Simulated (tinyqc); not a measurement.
MP2 on RHF in the sto-3g basis, for H2, spin multiplicity 1, step by step. Computed by tinyqc, a small Python program that keeps every step (integrals from PySCF). Settings: charge = 0, multiplicity = 1, basis = sto-3g, method = RHF, energy threshold = 1e-10, iteration cap = 53, orthogonalisation = canonical, start = atomic densities, DIIS depth = 6. Command: `OMP_NUM_THREADS=1 python tinyqc.py 30980 30981 out.jsonl` (the two numbers bound the seeds that draw the settings). One thread of a shared host (Intel(R) Xeon(R) Processor @ 2.60GHz), about 0.06 s of CPU time with the checks. The early iterations of the SCF are left out here.

## One-electron integrals

Geometry (angstrom):
```
atom         x         y         z
H     0.000000  0.000000  0.000000
H     0.000000  0.000000  0.743000
```

Basis sto-3g: exponents (1/bohr^2) and contraction coefficients of normalised primitives:
```
element  l (shell)  exponent  coefficient
H            s (1)  3.425251     0.154329
H            s (1)  0.623914     0.535328
H            s (1)  0.168855     0.444635
```

Overlap, kinetic and nuclear-attraction integrals over the contracted functions; the nuclear repulsion is the sum of Za Zb / Rab.

nuclear repulsion = 0.71221697 hartree

overlap S:
```
          1H 1s     2H 1s
1H 1s  1.000000  0.657910
2H 1s  0.657910  1.000000
```

kinetic energy T (hartree):
```
          1H 1s     2H 1s
1H 1s  0.760032  0.235175
2H 1s  0.235175  0.760032
```

nuclear attraction V (hartree):
```
           1H 1s      2H 1s
1H 1s  -1.879047  -1.191030
2H 1s  -1.191030  -1.879047
```

core Hamiltonian H = T + V (hartree):
```
           1H 1s      2H 1s
1H 1s  -1.119015  -0.955856
2H 1s  -0.955856  -1.119015
```

## Two-electron integrals

Functions are numbered as in S; the eight-fold symmetry (ij|kl) = (ji|kl) = (kl|ij) leaves the list below.

Two-electron integrals (ij|kl) in chemists' order, unique and non-zero (hartree):
```
(11|11) 0.774606   (21|11) 0.442882   (21|21) 0.295606   (22|11) 0.568867
(22|21) 0.442882   (22|22) 0.774606
```

## Orthogonalisation

S = U s U^T; canonical form X = U s^(-1/2), so that X^T S X = 1. Each column of U has its largest component positive (the first on a tie).

eigenvalues of S: 0.342090  1.657910

X:
```
               1         2
1H 1s   1.208969  0.549167
2H 1s  -1.208969  0.549167
```

## Starting guess

The start is atomic minimal-basis densities projected into this basis (PySCF's MINAO start) and scaled to the electron count of each spin; this density is not idempotent, so its energy is not variational and may lie below the converged one.

D at the start:
```
          1H 1s     2H 1s
1H 1s  0.936217  0.096948
2H 1s  0.096948  0.936217
```

## Iteration 3 (converged): orbitals

converged F (hartree):
```
           1H 1s      2H 1s
1H 1s  -0.364301  -0.592834
2H 1s  -0.592834  -0.364301
```

Diagonalise F' = X^T F X, C = X C', fill 1 alpha and 1 beta electrons from the bottom; D = 2 C_occ C_occ^T. Each column has its largest component positive (the first on a tie).

F' = X^T F X (hartree):
```
          1          2
1  0.668052   0.000000
2  0.000000  -0.577314
```

orbital energies (hartree): MO1 -0.577314, MO2 0.668052

coefficients C:
```
            MO1        MO2
1H 1s  0.549167   1.208969
2H 1s  0.549167  -1.208969
```

D after iteration 3:
```
          1H 1s     2H 1s
1H 1s  0.603169  0.603169
2H 1s  0.603169  0.603169
```

## Convergence

Stop when the energy changes by less than 1e-10 hartree and every element of the error matrix X^T (F D S - S D F) X is below 3e-06.

Course of the cycle:
```
iteration  E (hartree)     change  largest element of the error matrix
1          -0.77797566          -                             9.58e-16
2          -1.11659465  -3.39e-01                             2.95e-16
3          -1.11659465  -4.44e-16                             2.21e-16
```

PySCF RHF in the same basis = -1.11659465 hartree

Converged in 3 iterations.

## Populations, bond orders and dipole

Mulliken: Z minus the diagonal of D S on the atom; Loewdin: the same with S^(1/2) D S^(1/2); Mayer order: 2 sum_s sum (D(s) S)_ij (D(s) S)_ji over the two atoms.

Charges (e):
```
atom  Mulliken  Loewdin
1H           0        0
2H           0        0
```

Mayer bond orders:
```
pair     order
2-1   1.000000
```

dipole moment about the origin, x y z (debye): 0.000000  0.000000  0.000000

## Integrals over molecular orbitals

(pq|rs) = sum C_ip C_jq C_kr C_ls (ij|kl), one index at a time.

one-electron integrals over orbitals h = C^T H C (hartree):
```
           1          2
1  -1.251498   0.000000
2   0.000000  -0.476950
```

Two-electron integrals over orbitals (pq|rs), unique and non-zero (hartree):
```
(11|11) 0.674183   (21|21) 0.181378   (22|11) 0.663190   (22|22) 0.697099
```

## Second-order Moller-Plesset energy

Hartree-Fock energy = -1.11659465 hartree

E2 = sum_ijab (ia|jb) [2 (ia|jb) - (ib|ja)] / (e_i + e_j - e_a - e_b) over occupied i, j and virtual a, b; the opposite-spin part is (ia|jb)^2 / denominator, the rest is same-spin, and SCS-MP2 scales them by 6/5 and 1/3.

Terms:
```
i  j  a  b   (ia|jb)   (ib|ja)  denominator       term
1  1  2  2  0.181378  0.181378    -2.490733  -0.013208
```

Pair energies (hartree; pair i-j sums ij and ji):
```
pair  opposite spin  same spin
1-1       -0.013208   0.000000
```

MP2 correlation energy = -0.01320822 hartree

SCS-MP2 correlation energy = -0.01584986 hartree

MP2 total energy = -1.12980286 hartree
